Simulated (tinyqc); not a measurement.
On-chip interconnect, size-dependent resistivity and RC delay: one step of the calculation.

A rectangular line between two neighbours and two ground planes. Surface and grain-boundary scattering are added to the bulk resistivity as corrections; capacitances are parallel-plate values without fringing; inductance is ignored.

Question. Ladder and Elmore delays. 7 equal pi sections: series Rs = r Lw/7; node capacitances c Lw/7, halved at nodes 0 and 7, with Cl added to node 7; Rd feeds node 0. Elmore delay of node k: the sum, over the resistors on the path to k, of resistance times all capacitance downstream of it.

Values chosen for this exercise; metal values close to those of cobalt:

| symbol | value | unit | meaning |
|---|---|---|---|
| Lw | 210 | um | line length |
| Rd | 2400 | ohm | driver resistance |
| Cl | 0.2 | fF | load capacitance |

r = 1982.4550 ohm/um
c = 0.15689621 fF/um

Give: Rs; C; Elmore delay.

Answer.

Rs = 59474 ohm

| node | C (fF) | Elmore delay (ps) |
|---|---|---|
| 0 | 2.3534 | 79.556 |
| 1 | 4.7069 | 1911.0 |
| 2 | 4.7069 | 3462.6 |
| 3 | 4.7069 | 4734.2 |
| 4 | 4.7069 | 5725.8 |
| 5 | 4.7069 | 6437.6 |
| 6 | 4.7069 | 6869.4 |
| 7 | 2.5534 | 7021.2 |

The far-end value equals Rd (c Lw + Cl) + r Lw (c Lw/2 + Cl) for any number of pi sections; the line resistance contributes 98.9 % of it.

Range of the model: The metal width is under the mean free path, where the thick-limit surface term and the simple sum of corrections lose accuracy.

tinyqc, about 0.01 s, one thread, Intel Xeon 2.30GHz (shared host): `OMP_NUM_THREADS=1 python tinyqc.py 2100119 2100120 out.jsonl`
